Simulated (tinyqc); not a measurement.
Worked calculation: Pariser-Parr-Pople SCF with singles CI, for the molecule Nc1cnc2[nH]cnc2n1 (SMILES; centres numbered as the heavy atoms are written). One step of it, computed by the program tinyqc.

Question. Iteration 2: orbitals and new P. Diagonalise F (the basis is taken as orthonormal) and form P = 2 sum c c over the lowest orbitals; 0.5 of the old P is kept.

F (eV), lower triangle:
```
            1N         2C         3C         4N         5C          6N         7C         8N
1N   -9.821397
2C   -3.516755  -5.499812
3C    0.405098  -3.468756  -5.347986
4N    0.125208   0.011838  -4.239768  -7.648576
5C   -0.243010   0.374886   0.312689  -3.735956  -5.932627
6N    0.054624  -0.117819   0.184630   0.183730  -3.405178  -10.545472
7C    0.080341  -0.100649  -0.215186   0.170138   0.460623   -3.784830  -6.052652
8N   -0.124880   0.173950  -0.067135  -0.069890   0.239770    0.654539  -4.104136  -7.239251
9C    0.017857   0.093278   0.445680  -0.105366  -3.499934    0.432898   0.238628  -3.715223
10N   0.688589  -3.926683  -0.161842   0.550780   0.010620   -0.148610   0.183562   0.244362

            9C        10N
9C   -4.621174
10N  -3.715714  -7.169582
```

pi electrons, sum of z_r less the charge = 12

P after iteration 1, lower triangle:
```
            1N         2C         3C         4N         5C         6N         7C         8N
1N    1.721705
2C    0.518886   0.974488
3C   -0.194433   0.508228   1.048700
4N   -0.081622  -0.006007   0.737532   1.115789
5C    0.176561  -0.213161  -0.161517   0.553781   1.113021
6N   -0.048816   0.085273  -0.123418  -0.090554   0.481260   1.444037
7C   -0.077989   0.082842   0.177112  -0.115218  -0.227652   0.609317   1.051221
8N    0.103475  -0.121063   0.050433   0.046213  -0.116350  -0.295848   0.687796   1.274173
9C   -0.011744  -0.048182  -0.253399   0.053477   0.519890  -0.198177  -0.117936   0.546030
10N  -0.326508   0.623273   0.082133  -0.303790  -0.005390   0.094534  -0.124303  -0.126575

           9C       10N
9C   1.007150
10N  0.546366  1.249715
```

Give: orbital energies; P after iteration 2.

Answer.

orbital energies (eV): -14.680  -13.177  -11.894  -11.264  -9.741  -8.667  -2.053  -0.600  0.138  2.060

P after iteration 2, lower triangle:
```
         1N      2C      3C      4N      5C      6N      7C      8N
1N    1.758
2C    0.492   0.946
3C   -0.182   0.516   1.005
4N   -0.076   0.007   0.733   1.165
5C    0.167  -0.231  -0.171   0.555   1.085
6N   -0.041   0.078  -0.104  -0.098   0.455   1.526
7C   -0.070   0.085   0.187  -0.105  -0.247   0.582   1.005
8N    0.088  -0.115   0.035   0.048  -0.097  -0.291   0.708   1.287
9C   -0.005  -0.050  -0.267   0.051   0.537  -0.185  -0.107   0.530
10N  -0.308   0.633   0.088  -0.299   0.010   0.081  -0.134  -0.107

        9C    10N
9C   0.960
10N  0.547  1.262
```
